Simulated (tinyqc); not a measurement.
# Undoped symmetric double-gate MOSFET, analytic potential model: effect of the temperature

An undoped body of thickness ts between two equal insulators and tied gates; long channel, electrons only, n = ni exp((psi - V)/Vt) with V the quasi-Fermi potential (0 at the source, Vd at the drain), constant mobility, no quantisation. Across the body psi(x) = V - 2 Vt ln[(ts/(2 beta)) sqrt(q ni/(2 eps0 eps_r Vt)) cos(2 beta x/ts)], x from the centre. Q is the electron charge per area of the whole body.

Nc and Nv are given at 273 K and scale as (T/273 K)^1.5; Eg and mu are held fixed. ni = sqrt(Nc Nv) exp(-Eg/(2 Vt)), Eg in volts; r = eps_r tox/(eox ts); V0 = dphi + 2 Vt ln[(2/ts) sqrt(2 eps0 eps_r Vt/(q ni))]. beta (between 0 and pi/2) solves (Vg - V0 - V)/(2 Vt) = ln(beta) - ln(cos beta) + 2 r beta tan(beta). Q = 8 eps0 eps_r Vt beta tan(beta)/ts; I = mu (1/L)(4 eps0 eps_r/ts)(2 Vt)^2 [g(beta_s) - g(beta_d)] per width, g = beta tan(beta) - beta^2/2 + r beta^2 tan^2(beta), with beta_s at V = 0 and beta_d at V = Vd.  I(low) is taken at Vg = 0.2 V, Qs and I(high) at Vg = 0.95 V.

Values chosen for this exercise; material values close to those of silicon:
```
symbol,value,unit,meaning
Eg,1.11,eV,band gap
eps_r,11.7,,relative permittivity of the semiconductor
Nc,2.47e19,cm^-3,conduction-band density of states at the reference temperature
Nv,2.31e19,cm^-3,valence-band density of states at the reference temperature
eox,4.04,,relative permittivity of the gate insulator
tox,3.3,nm,insulator thickness
ts,12,nm,body thickness
dphi,-0.03,V,gate work function less that of the intrinsic body
mu,180,cm^2/(V s),channel mobility
L,0.2,um,gate length
Vd,0.8,V,drain voltage
```

Constants: q = 1.602176634e-19 C, kB = 1.380649e-23 J/K, Vt = kB T/q, eps0 = 8.8541878128e-14 F/cm where lengths are in cm. Results are converted to the units shown.

Result of one run:
```
V0 (V)	I(low) (nA/um)	Qs(high) (nC/cm^2)	I(high) (uA/um)
0.4540	0.02191	904.5	199.6
```

Which temperature T gave this result: 250, 310, 370 or 430 K?

T = 250 K.

The whole series:
```
T (K)	V0 (V)	I(low) (nA/um)	Qs(high) (nC/cm^2)	I(high) (uA/um)
220	0.4637	0.002034	894.7	192.5
250	0.4540	0.02191	904.5	199.6
280	0.4441	0.1464	915.6	207.3
310	0.4340	0.6951	927.7	215.6
340	0.4239	2.560	940.6	224.3
370	0.4136	7.764	954.3	233.4
400	0.4032	20.21	968.7	243.0
430	0.3928	46.50	983.6	253.0
```

As T goes from 220 to 430 K, I(low) rises from 0.00203 to 46.5 nA/um and I(high) rises from 192 to 253 uA/um. V0 falls from 0.464 to 0.393 V. In every row the surface density at the source at the higher gate voltage passes 0.3 Nc, where Boltzmann statistics fail. In every row mu V/L at the higher gate voltage, with V the smaller of Vd and Vg - V0, passes 3e6 cm/s, so velocity saturation would lower the current. In every row the mobility is held fixed, though a real one changes with T.

Computed by the program tinyqc: `OMP_NUM_THREADS=1 python tinyqc.py 2440078 2440079 out.jsonl`, one thread of a shared Intel Xeon 2.30GHz, about 0.01 s for the whole run.
